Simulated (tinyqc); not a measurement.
Hubbard ring of 3 sites, step by step. Computed by tinyqc, a small Python program that keeps every step. Settings: hopping = 1.15, U = 9.2, mixing = 1, iteration cap = 73. Command: `OMP_NUM_THREADS=1 python tinyqc.py 27168 27169 out.jsonl` (the two numbers bound the seeds that draw the settings). One thread of a shared host (Intel(R) Xeon(R) Processor @ 2.60GHz), about 0.2 s of CPU time with the checks. Later iterations appear only in the table of the cycle.

## Mean-field iteration 1

one-body matrix (hopping and site energies) (eV):
```
           1          2          3
1   0.000000  -1.150000  -1.150000
2  -1.150000   0.000000  -1.150000
3  -1.150000  -1.150000   0.000000
```

U = 9.200000 eV

electrons, up and down: 2  1

mixing = 1

n(up) at the start (a guess, not normalised): 1 0.667000, 2 0.667000, 3 0.667000

n(down) at the start (a guess): 1 0.333000, 2 0.333000, 3 0.333000

H(up) = T + U n(down), H(down) = T + U n(up); fill the lowest levels; n(new) = n + mixing (n(out) - n); E = tr T (rho up + rho down) + U sum n_up n_down of the output.

levels, up (eV): 0.763600  4.213600  4.213600

levels, down (eV): 3.836400  7.286400  7.286400

energy = 2.683333 eV

n(up) after iteration 1: 1 0.896665, 2 0.342720, 3 0.760614

n(down) after iteration 1: 1 0.333333, 2 0.333333, 3 0.333333

The highest filled level is degenerate with an empty one, so which vector is filled is an arbitrary choice.

## Mean-field iteration 2

As before.

levels, up (eV): 0.766667  4.216667  4.216667

levels, down (eV): 2.480183  6.954075  8.965742

energy = 3.416376 eV

n(up) after iteration 2: 1 0.966871, 2 0.642030, 3 0.391100

n(down) after iteration 2: 1 0.059177, 2 0.852621, 3 0.088202

The highest filled level is degenerate with an empty one, so which vector is filled is an arbitrary choice.

## Mean-field iteration 3

As before.

levels, up (eV): -0.785386  1.834432  8.150954

levels, down (eV): 2.749442  6.265537  9.385020

energy = 5.485991 eV

n(up) after iteration 3: 1 0.983532, 2 0.034387, 3 0.982081

n(down) after iteration 3: 1 0.058160, 2 0.166868, 3 0.774972

## Convergence

Each step fills the lowest levels of T + U n(other spin) and sets n(new) = n + mixing (n(out) - n); stop when output and input agree to 1e-8.

Course of the cycle:
```
iteration      E (eV)  largest |n(out) - n(in)|  mean |n_up - n_down|
1          2.68333333                  3.24e-01              0.333333
2          3.41637625                  5.19e-01              0.473728
3          5.48599077                  6.87e-01              0.421654
4          7.47643270                  9.39e-01              0.333333
5          7.71196872                  9.48e-01              0.333333
6          7.74524009                  9.62e-01              0.333333
7          7.74730037                  9.62e-01              0.333333
8          7.74757008                  9.62e-01              0.333333
9          7.74758687                  9.62e-01              0.333333
10         7.74758909                  9.62e-01              0.333333
11         7.74758923                  9.62e-01              0.333333
...               ...                       ...                   ...
63         7.74758925                  9.62e-01              0.333333
64         7.74758925                  9.62e-01              0.333333
65         7.74758925                  9.62e-01              0.333333
66         7.74758925                  9.62e-01              0.333333
67         7.74758925                  9.62e-01              0.333333
68         7.74758925                  9.62e-01              0.333333
69         7.74758925                  9.62e-01              0.333333
70         7.74758925                  9.62e-01              0.333333
71         7.74758925                  9.62e-01              0.333333
72         7.74758925                  9.62e-01              0.333333
73         7.74758925                  9.62e-01              0.333333
```

Not converged within 73 iterations: the residual has stopped falling. The lowest mean-field energy found from random starts is -0.57831 eV. Reruns (cap 100 unless said): mixing 0.2: converged in 96 (E = -0.57831); mixing 0.5: converged in 35 (E = -0.57831); mixing 0.9: converged in 15 (E = -0.57831); the original settings with a cap of 400: not converged.

## The many-body Hamiltonian

Basis: all placements (u, d, 2, 0 on each site), up operators ordered before down ones; hops carry the sign of the same-spin electrons passed.

H (eV):
```
           2u0        u20        uud        20u        udu        u02        duu        02u
2u0   9.200000  -1.150000  -1.150000  -1.150000   0.000000   0.000000   1.150000   0.000000
u20  -1.150000   9.200000  -1.150000   0.000000  -1.150000   0.000000   0.000000   1.150000
uud  -1.150000  -1.150000   0.000000   0.000000   0.000000  -1.150000   0.000000   0.000000
20u  -1.150000   0.000000   0.000000   9.200000  -1.150000  -1.150000  -1.150000   0.000000
udu   0.000000  -1.150000   0.000000  -1.150000   0.000000  -1.150000   0.000000  -1.150000
u02   0.000000   0.000000  -1.150000  -1.150000  -1.150000   9.200000   0.000000   0.000000
duu   1.150000   0.000000   0.000000  -1.150000   0.000000   0.000000   0.000000  -1.150000
02u   0.000000   1.150000   0.000000   0.000000  -1.150000   0.000000  -1.150000   9.200000
0u2   0.000000   0.000000   1.150000   0.000000   0.000000  -1.150000  -1.150000  -1.150000

           0u2
2u0   0.000000
u20   0.000000
uud   1.150000
20u   0.000000
udu   0.000000
u02  -1.150000
duu  -1.150000
02u  -1.150000
0u2   9.200000
```

## Exact diagonalisation (9 states)

Lowest levels of the sector, and the double occupancy of the lowest state.

lowest levels (eV): -0.824130  -0.824130  0.000000  7.659858  7.659858  9.200000

double occupancy per site = 0.027235

## The lowest level by Lanczos steps

From a random start vector (not printed): a_j = <q_j|H|q_j>, b_j = norm of the remainder after orthogonalising; the Ritz value is the lowest eigenvalue of the tridiagonal matrix of a and b so far.

Lanczos:
```
j  a_j (eV)  b_j (eV)  lowest Ritz value (eV)
1  6.104900  4.945289              6.10490039
2  3.558716  2.581578             -0.27472188
3  9.084682  1.727786             -0.71018748
4  3.610094  4.274384             -0.74212717
5  5.241608         0             -0.82413002
```
